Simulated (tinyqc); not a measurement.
Worked calculation: coupled-perturbed Hartree-Fock on RHF in the sto-3g basis, for H4, spin multiplicity 1. The polarisability along this axis is zero because the basis has no function that the field can mix in; the real value is not. One step of it, computed by the program tinyqc.

Task: Iteration 8 (converged): orbitals. Diagonalise F' = X^T F X, C = X C', fill 2 alpha and 2 beta electrons from the bottom; D = 2 C_occ C_occ^T. Each column has its largest component positive (the first on a tie).

converged F (hartree):
```
           1H 1s      2H 1s      3H 1s      4H 1s
1H 1s  -0.247900  -0.477478  -0.046982   0.001626
2H 1s  -0.477478  -0.261507  -0.140247  -0.046982
3H 1s  -0.046982  -0.140247  -0.261507  -0.477478
4H 1s   0.001626  -0.046982  -0.477478  -0.247900
```

X:
```
               1          2          3         4
1H 1s  -0.681616   0.722979   0.465626  0.356671
2H 1s   0.829377  -0.608497   0.382670  0.423775
3H 1s  -0.829377  -0.608497  -0.382670  0.423775
4H 1s   0.681616   0.722979  -0.465626  0.356671
```

Give: F' = X^T F X; orbital energies; coefficients C; D after iteration 8.

Result:

F' = X^T F X (hartree):
```
         1        2        3        4
1   0.5748   0.0000  -0.0265   0.0000
2   0.0000   0.3679   0.0000  -0.0135
3  -0.0265   0.0000  -0.4505   0.0000
4   0.0000  -0.0135   0.0000  -0.5240
```

orbital energies (hartree): MO1 -0.5242, MO2 -0.4512, MO3 0.3681, MO4 0.5755

coefficients C:
```
          MO1      MO2      MO3      MO4
1H 1s  0.3676   0.4479   0.7175  -0.6934
2H 1s  0.4145   0.4040  -0.6149   0.8192
3H 1s  0.4145  -0.4040  -0.6149  -0.8192
4H 1s  0.3676  -0.4479   0.7175   0.6934
```

D after iteration 8:
```
         1H 1s    2H 1s    3H 1s    4H 1s
1H 1s   0.6714   0.6666  -0.0571  -0.1309
2H 1s   0.6666   0.6700   0.0173  -0.0571
3H 1s  -0.0571   0.0173   0.6700   0.6666
4H 1s  -0.1309  -0.0571   0.6666   0.6714
```
